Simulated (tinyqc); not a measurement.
Round nanowire with a gate all round, subbands and threshold shift from confinement: charge and subband filling against gate voltage.

Undoped body with a flat potential across it, hard walls, transport along x. One isotropic valley (g = 1, mx = my = mz = me). Non-parabolicity enters the subband edges through E (1 + al E) = gamma, so E = 2 gamma/(1 + sqrt(1 + 4 al gamma)); motion within a subband is taken as parabolic with the band-edge mass. Energies are counted from the bulk band edge.

gamma = C (2 z/(t + dl))^2 (1/my + 1/mz)/2, z the zeros of the Bessel functions J_l (2.404826, 3.831706, 5.135622, 5.520078, ...), twofold for l > 0; the mean inverse mass is an approximation for anisotropic valleys, C = hbar^2/(2 m0). Each subband has N_k = g sqrt(2 mx m0 kB T/(pi hbar^2)). With degeneracy n = sum N_k F((EF - E_k)/Vt), F(x) = (1/sqrt(pi)) int_0^infinity u^(-1/2) du/(1 + exp(u - x)); gate: Vg = EF + q n/(Cg P), P = pi t, summed over the 60 lowest subbands at most, with Vg counted from the value that would put EF at the bulk band edge of an empty body. Cq = q dn/dEF.

Inputs (values chosen for the exercise); masses close to those of In0.53Ga0.47As:

| symbol | value | unit | meaning |
|---|---|---|---|
| T | 77 | K | temperature |
| me | 0.0411 | m0 | mass at the band edge |
| al | 1.3 | 1/eV | non-parabolicity |
| t | 11.4 | nm | diameter |
| dl | 0 | nm | widening of the box by penetration into the insulator |
| Cg | 3.2 | uF/cm^2 | gate capacitance per area of interface |

Constants: q = 1.602176634e-19 C, kB = 1.380649e-23 J/K, hbar = 1.054571817e-34 J s, m0 = 9.1093837015e-31 kg, Vt = kB T/q, hbar^2/(2 m0) = 0.0380998212 eV nm^2. Results are converted to the units shown.

Result of one run:

| Vg (V) | EF - E_1 (eV) | n (cm^-1) | n/P (cm^-2) | share of the lowest subband (%) | Cq/(Cg P) | total C/(Cg P) |
|---|---|---|---|---|---|---|
| 0.49 | 0.2495 | 7.216e6 | 2.015e12 | 45.75 | 0.4065 | 0.2890 |

What becomes of these results when the gate voltage Vg is changed from 0.49 to 0.86 V, all else the same?

Result of the changed run:

| Vg (V) | EF - E_1 (eV) | n (cm^-1) | n/P (cm^-2) | share of the lowest subband (%) | Cq/(Cg P) | total C/(Cg P) |
|---|---|---|---|---|---|---|
| 0.86 | 0.4620 | 1.848e7 | 5.159e12 | 24.32 | 0.6640 | 0.3990 |

The whole series:

| Vg (V) | EF - E_1 (eV) | n (cm^-1) | n/P (cm^-2) | share of the lowest subband (%) | Cq/(Cg P) | total C/(Cg P) |
|---|---|---|---|---|---|---|
| -0.01 | -0.1497 | 7.653e-5 | 21.37 | 100.0 | 1.612e-10 | 1.612e-10 |
| 0.12 | -0.01997 | 2.275e4 | 6.352e9 | 100.0 | 0.04633 | 0.04428 |
| 0.24 | 0.07510 | 1.806e6 | 5.043e11 | 100.0 | 0.1705 | 0.1456 |
| 0.36 | 0.1684 | 3.715e6 | 1.037e12 | 72.99 | 1.010 | 0.5025 |
| 0.49 | 0.2495 | 7.216e6 | 2.015e12 | 45.75 | 0.4065 | 0.2890 |
| 0.61 | 0.3309 | 9.975e6 | 2.785e12 | 38.13 | 1.150 | 0.5349 |
| 0.74 | 0.3948 | 1.470e7 | 4.105e12 | 28.26 | 1.031 | 0.5076 |
| 0.86 | 0.4620 | 1.848e7 | 5.159e12 | 24.32 | 0.6640 | 0.3990 |
| 0.99 | 0.5246 | 2.330e7 | 6.506e12 | 20.55 | 1.142 | 0.5331 |

EF passes E_1 = 0.140 eV at Vg = 0.144 V. The share of the lowest subband falls from 100 to 20.6 % and the total capacitance moves up and down between 1.61e-10 and 0.535 of Cg P. In the last row 48 % of an added gate voltage goes into raising EF (from the last two rows). For Vg = 0.36, 0.49, 0.61, 0.74, 0.86, 0.99 the charge would bend the potential across the body noticeably, which is left out.

Range of the model: Non-parabolicity also makes carriers heavier within each subband, which is left out, so densities of states are understated at high energy.

Program tinyqc, `OMP_NUM_THREADS=1 python tinyqc.py 2350012 2350013 out.jsonl`; Intel Xeon 2.30GHz, shared host, one thread, about 0.1 s.
